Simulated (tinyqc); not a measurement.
Coupled-perturbed Hartree-Fock on RHF in the sto-3g basis, for H2, spin multiplicity 1, step by step. One step of it, computed by the program tinyqc.

Problem. Coupled step 2. U_ai = -(mu_ai + sum_bj [4 (ai|bj) - (ab|ij) - (aj|bi)] U_bj) / (e_a - e_i); alpha = -4 sum U_ai mu_ai.

U after step 1, order a2:
```
[[1.123561]]
```

dipole integrals <a|z|i> (bohr), order a2:
```
[[-1.058962]]
```

orbital energies (hartree): [-0.498987, 0.488032]

Two-electron integrals over orbitals (pq|rs), unique and non-zero (hartree):
```
(11|11) 0.634472   (21|21) 0.193962   (22|11) 0.628501   (22|22) 0.660353
```

Give: U after step 2; polarisability.

Solution.

U after step 2, order a2:
```
[[1.126]]
```

polarisability = 4.769 bohr^3
